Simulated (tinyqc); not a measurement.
One-electron ion in a basis of Gaussians, step by step. One step of it, computed by the program tinyqc.

Question. Generalised eigenproblem. Solve H C = S C e through S^(-1/2); each column has its largest component positive (the first on a tie).

H = T + V (hartree), lower triangle:
```
           1          2          3          4           5           6            7
1  -3.254410
2  -2.976968  -4.053392
3  -1.738834  -3.640792   0.706636
4  -0.780645  -2.648824   1.030092  33.804989
5  -0.312028  -1.351970  -2.386726  32.613294  188.350875
6  -0.119204  -0.573760  -2.005250   5.792873  179.240141  829.075591
7  -0.044697  -0.225423  -0.991441  -1.543428   50.752014  785.601540  3360.195188
```

S, lower triangle:
```
          1         2         3         4         5         6         7
1  1.000000
2  0.597086  1.000000
3  0.172131  0.597050  1.000000
4  0.036973  0.172144  0.597115  1.000000
5  0.007255  0.036950  0.172063  0.596863  1.000000
6  0.001390  0.007257  0.036963  0.172089  0.597175  1.000000
7  0.000265  0.001391  0.007260  0.036969  0.172225  0.597179  1.000000
```

Give: eigenvalues of S; eigenvalues; coefficients.

Answer.

eigenvalues of S: 0.117  0.214  0.410  0.746  1.247  1.860  2.406

eigenvalues (hartree): -4.487  -1.745  7.001  54.450  260.602  1096.293  4500.867

coefficients:
```
       1       2       3       4       5       6       7
1  0.308   1.171   0.484  -0.156   0.060  -0.024   0.010
2  0.679  -0.798  -1.222   0.487  -0.186   0.076  -0.032
3  0.170  -0.144   1.295  -1.089   0.460  -0.186   0.076
4  0.020  -0.019  -0.028   1.394  -1.021   0.439  -0.178
5  0.002  -0.002   0.022  -0.113   1.417  -0.983   0.418
6  0.000   0.000  -0.002   0.026  -0.147   1.410  -0.929
7  0.000   0.000   0.001  -0.003   0.024  -0.134   1.308
```

For Z = 6 and l = 1 the exact lowest level is -Z^2/(2 n^2) with n = l + 1: -4.500000 hartree.
